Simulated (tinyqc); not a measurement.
Strain, valley repopulation and piezoresistance in a many-valley conduction band. Changing the longitudinal mass m_l. Computed by tinyqc, a small Python program. Command: `OMP_NUM_THREADS=1 python tinyqc.py 3001466 3001467 out.jsonl valleys sweep`. One thread of a shared host (Intel(R) Xeon(R) Processor @ 2.30GHz), about 0.04 s of CPU time with the checks.

Valleys are ellipsoids with mass m_l along the axis a and m_t across it, parabolic, with one constant relaxation time; strain shifts the valleys and leaves the masses alone. Currents are taken along [100], in the plane, and along [001], across the plane.

Inputs (values chosen for the exercise, modelled on silicon):
```
quantity                               value    unit
transverse mass m_t                    0.185     m_0
shear deformation potential Xi_u        9.03      eV
dilation deformation potential Xi_d      1.1      eV
C11                                      167     GPa
C12                                     64.5     GPa
C44                                     80.1     GPa
stress X (tension positive)              240     MPa
electron density n                   4.1e+16  1/cm^3
relaxation time tau                      380      fs
temperature T                            200       K
```

Valley axes: <100> (6 valleys in 3 pairs). Load: biaxial in the (001) plane.

Constants: k_B = 8.617333262e-05 eV/K; m_0 = 9.1093837015e-31 kg; k_B = 1.380649e-23 J/K; hbar = 1.054571817e-34 J s; e = 1.602176634e-19 C.

Method:
- Compliances S11 = (C11 + C12)/((C11 - C12)(C11 + 2 C12)), S12 = -C12/((C11 - C12)(C11 + 2 C12)), S44 = 1/C44; stress sigma_xx = sigma_yy = X, all else 0; e_xx = S11 sigma_xx + S12 (sigma_yy + sigma_zz), e_xy = S44 sigma_xy/2 (tensor strain).
- Herring-Vogt shift of a valley with unit axis a: dE = Xi_d tr(e) + Xi_u a.e.a.
- Each of the 6 valleys holds n_v = N_v (2/sqrt(pi)) F_1/2((E_F - dE_v)/(k_B T)), N_v = 2 (m_d k_B T/(2 pi hbar^2))^(3/2), m_d = (m_l m_t^2)^(1/3); E_F solves sum n_v = n and is counted from the unstrained edge.
- F_j(eta) = int_0^infinity x^j/(1 + exp(x - eta)) dx, without a gamma-function factor. It is evaluated after integrating by parts.
- Integrals over x = E/(k_B T) use 160 Gauss-Legendre points in u = sqrt(x) from 0 to sqrt(max(eta, 0) + 32).
- Mobility tensor mu = e tau sum_v (n_v/n) [1/m_t + (1/m_l - 1/m_t) a a^T]; unstrained mu_0 = e tau (1/m_l + 2/m_t)/3; resistivity along d from the inverse tensor, rho_d = d.mu^-1.d/(n e), mobility along d = 1/(d.mu^-1.d); gauge pi_d = (rho_d/rho_0 - 1)/X.

One run for each value; columns: (1) longitudinal mass m_l (m_0); (2) resistance change along the first direction (%); (3) resistance change along the second direction (%); (4) unstrained mobility mu_0 (cm^2/(V s)):
```
(1)       (2)     (3)     (4)
0.22   -2.429   5.240  3421.1
0.33   -7.090  18.012  3083.6
0.50  -10.575  30.978  2854.0
0.74  -12.917  42.178  2709.5
1.10  -14.585  51.861  2611.0
1.70  -15.834  60.319  2539.5
2.50  -16.582  65.992  2497.6
3.70  -17.105  70.267  2468.7
```

What does the table show, and why?

Over the rows, resistance change along the first direction (%) falls from -2.43 to -17.1 (exponent d ln y / d ln x 2.6 between the first rows and 0.079 between the last); resistance change along the second direction (%) rises from 5.24 to 70.3 (exponent d ln y / d ln x 3.0 between the first rows and 0.16 between the last); unstrained mobility mu_0 (cm^2/(V s)) falls from 3420 to 2470 (exponent d ln y / d ln x -0.26 between the first rows and -0.030 between the last). Repopulation acts only through the mass anisotropy, (m_l - m_t)/(2 m_l + m_t), which tends to 1/2.
